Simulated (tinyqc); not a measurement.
Tension along [110]: repopulation and mass change: two-band k.p model of the Delta valleys near the X point under shear strain.

Valley pair on the [001] axis, kz counted from the X point, c = hbar^2/2m0, k0 = kx0 2 pi/a. H = (c kz^2/ml + c (kx^2 + ky^2)/mt + c k0^2/ml) 1 + (2 c k0 kz/ml) sigma_z + (D exy - 2 c kx ky/Mp) sigma_x, so E = c kz^2/ml + c (kx^2 + ky^2)/mt + c k0^2/ml -/+ sqrt((2 c k0 kz/ml)^2 + (D exy - 2 c kx ky/Mp)^2). Without strain the lower band has its minima, E = 0, at kz = +/- k0. Shifts from diagonal strain are left out.

For |eta| < 1: k_min = k0 sqrt(1 - eta^2), E_min = -Delta eta^2/2, ml(eta) = ml/(1 - eta^2), 1/m[110] = 1/mt + eta/Mp, 1/m[1-10] = 1/mt - eta/Mp. For |eta| > 1 the minimum sits at X: E_min = -Delta (2 |eta| - 1)/2, ml(eta) = ml/(1 - 1/|eta|), and eta is replaced by its sign in the transverse masses. Here Delta = 2 c k0^2/ml and eta = D exy/Delta.

s11 = (C11 + C12)/((C11 - C12)(C11 + 2 C12)), s12 = -C12/((C11 - C12)(C11 + 2 C12)), s44 = 1/C44; exx = s11 sxx + s12 (syy + szz) and cyclic, exy = s44 sxy/2; tension is positive. A uniaxial stress X along the unit vector n is s_ij = X n_i n_j.

Constants: hbar^2/2m0 = 3.80998211 eV angstrom^2; kB = 8.617333262e-05 eV/K.

Parameters, chosen for this exercise (near those of Si; shifted at random, so the results belong to these values and not to a real crystal): a = 5.428 angstrom (lattice constant); ml = 0.906 m0 (longitudinal mass); mt = 0.197 m0 (transverse mass); kx0 = 0.147 2 pi/a (distance of the minimum from X); D = 13 eV (shear deformation potential); Mp = 0.226 m0 (coupling mass); C11 = 168.2 GPa; C12 = 63.5 GPa; C44 = 78.8 GPa; Xu = 9.11 eV (uniaxial potential); T = 200 K (temperature).

The z valleys move against the x and y valleys by Xu (ezz - exx) and, through the shear, by E_min. Share of the z valleys n = w/(w + 2 exp(dE/kT)), dE the total relative shift, w = sqrt(ml(eta) m[110] m[1-10]/(ml mt^2)). Along [110]: 1/m_c = n/m[110] + (1 - n)(1/ml + 1/mt)/2. Fixed masses means E_min = 0, w = 1, m[110] = mt. Gains are against 3/(1/ml + 2/mt) at a fixed scattering time.

Results:
```
X (GPa)  Xu (ezz - exx) (meV)  E_min (meV)  m[110]  m_c fixed masses  m_c with shear  gain fixed (%)  gain with shear (%)
0.00                      0.0          0.0  0.1970            0.2665          0.2665             0.0                  0.0
0.25                    -10.9         -0.2  0.1900            0.2468          0.2409             8.0                 10.6
0.50                    -21.8         -0.9  0.1835            0.2295          0.2161            16.2                 23.4
1.00                    -43.5         -3.5  0.1717            0.2083          0.1813            28.0                 47.0
1.50                    -65.3         -7.9  0.1613            0.2004          0.1634            33.0                 63.1
2.00                    -87.0        -14.0  0.1521            0.1980          0.1525            34.6                 74.8
3.00                   -130.5        -31.4  0.1365            0.1971          0.1365            35.2                 95.2
```

At 1 GPa repopulation alone gives 28.0 % and the shear terms raise it to 47.0 %. From 2 to 3 GPa the fixed-mass gain grows by 0.6 points, towards its ceiling of 35.3 % when all electrons sit in the z valleys, whereas the gain with shear grows by 20.4 points because m[110] keeps falling.

Run: tinyqc, `OMP_NUM_THREADS=1 python tinyqc.py 1080863 1080864 out.jsonl`; Intel(R) Xeon(R) Processor @ 2.30GHz, one thread, shared host; about 0.01 s of CPU time with all checks.
